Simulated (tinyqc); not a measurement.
Deep-level transient spectroscopy: one step of the calculation.

Schottky contact on an n-type layer with shallow donors Nd (all ionised) and a donor-like deep trap, neutral when filled and positive when empty; depletion approximation. Traps within lam of the depletion edge stay filled. A long pulse to Vp fills the traps beyond x1 = Wp - lam; back at Vr those between x1 and x2 = Wr - lam emit. A rate window reads S = C(t2) - C(t1).

Problem. Emission rate and rate window. Emission rate en = sn vth(T) Nc(T) exp(-Et/kB T) = sn g T^2 exp(-Et/kB T), g = vth Nc/(300 K)^2, as vth goes as T^0.5 and Nc as T^1.5 (degeneracy factor 1). For an exponential transient S peaks where en = ew = ln(t2/t1)/(t2 - t1).

Values chosen for this exercise; material values close to those of gallium nitride:
- Nc = 2.34e18 cm^-3 (conduction-band density of states at 300 K)
- vth = 2.6e7 cm/s (thermal velocity at 300 K)
- Et = 0.26 eV (depth of the trap below the conduction edge)
- sn = 2.5e-15 cm^2 (capture cross-section)
- t1 = 1 ms (first sampling time)
- t2 = 2 ms (second sampling time)
- T = 169 K (temperature of the transient)

Constants: q = 1.602176634e-19 C, kB = 1.380649e-23 J/K. Results are converted to the units shown.

Find: g; en; 1/en; ew.

Solution.

g = 6.7600e20 cm^-2 s^-1 K^-2
en = 851.44 1/s
1/en = 1.1745 ms
ew = 693.15 1/s

Range of the model: With Nt above a tenth of Nd the edge x2 moves during the transient, which this model holds fixed, and the transient is not a plain exponential.

tinyqc, about 0.01 s, one thread, Intel Xeon 2.30GHz (shared host): `OMP_NUM_THREADS=1 python tinyqc.py 2050122 2050123 out.jsonl`
